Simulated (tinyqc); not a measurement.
Millisecond and nanosecond annealing: surface heating, thermal budget and solid-phase regrowth. Changing the preheat temperature T0. Computed by tinyqc, a small Python program. Command: `OMP_NUM_THREADS=1 python tinyqc.py 3011867 3011868 out.jsonl flash sweep`. One thread of a shared host (Intel(R) Xeon(R) Processor @ 2.30GHz), about 0.04 s of CPU time with the checks.

A square pulse heats the surface of a thick wafer with constant thermal properties; losses by radiation are neglected and silicon melts at 1414 C.

Inputs (values chosen for the exercise, modelled on hot silicon with phosphorus):
```
quantity                      value        unit
incident fluence              0.624      J/cm^2
pulse length t_p            2.2e-07           s
reflectance R                  0.52           -
thermal conductivity k         0.25    W/(cm K)
heat capacity per volume c     2.34  J/(cm^3 K)
dopant prefactor D0            5.24      cm^2/s
dopant activation energy E     3.65          eV
regrowth prefactor v0       3.6e+08        cm/s
regrowth energy E_v            2.71          eV
```

Source: pulsed laser.

Constants: k_B = 8.617333262e-05 eV/K.

Method:
- Absorbed flux q = (1 - R) fluence/t_p; kappa = k/c. With f(z, t) = (2 q/k) sqrt(kappa t) ierfc(z/(2 sqrt(kappa t))), ierfc(x) = exp(-x^2)/sqrt(pi) - x erfc(x): T = T0 + f(z, t) during the pulse and T0 + f(z, t) - f(z, t - t_p) after it.
- At the surface the rise at the end of the pulse is 2 q sqrt(t_p/(pi k c)); the fluence that just melts the surface scales with (1414 - T0).
- Temperatures in kelvin are T(C) + 273.15.
- Integrate exp(-E/(k_B T(t))) at the surface from 0 to 10 t_p (Gauss-Legendre, 60 points in sqrt(t) up to t_p and 60 in sqrt(t - t_p) after it). (Dt) = D0 x integral with E; regrowth = v0 x integral with E_v; effective time = integral/exp(-E/(k_B T_peak)).

One run for each value; columns: (1) preheat temperature T0 (C); (2) peak temperature (C); (3) diffusion length 2 sqrt(Dt) (nm); (4) effective time over t_p; (5) fluence at the melting threshold (J/cm^2):
```
(1)     (2)       (3)      (4)      (5)
120  1062.1  0.000808  0.08467  0.85709
160  1102.1  0.001319  0.08973  0.83060
240  1182.1  0.003253  0.10031  0.77761
280  1222.1  0.004931  0.10583  0.75111
320  1262.1  0.007321  0.11150  0.72462
360  1302.1  0.010660  0.11733  0.69813
400  1342.1  0.015246  0.12332  0.67163
440  1382.1  0.021446  0.12947  0.64514
```

Give the missing row, preheat temperature T0 (C) = 200.

Computed row; columns: (1) preheat temperature T0 (C); (2) peak temperature (C); (3) diffusion length 2 sqrt(Dt) (nm); (4) effective time over t_p; (5) fluence at the melting threshold (J/cm^2):
```
(1)     (2)       (3)      (4)      (5)
200  1142.1  0.002097  0.09494  0.80410
```

Interpolating between the two neighbouring rows (linearly) misses most in diffusion length 2 sqrt(Dt) (nm), by 9.0 %. Over the rows, peak temperature (C) rises from 1060 to 1380; diffusion length 2 sqrt(Dt) (nm) rises from 8.08e-4 to 0.0214; effective time over t_p rises from 0.0847 to 0.129. At fixed fluence the rise is fixed, so the peak follows T0 one to one and the diffusion length follows it exponentially.

Caution (rows 120, 160, 200, 240, 280): cold silicon conducts heat several times better than the constant k used here, so the real melting fluence is higher. Caution (all rows): equilibrium diffusivities are used; implant damage enhances diffusion, and k and c vary with temperature. Caution (all rows): a diffusion length below the atomic spacing of 0.235 nm means about one jump per atom or fewer, so the profile does not change measurably.

Extremes, crossings and ranges named in words are read from the listed rows.
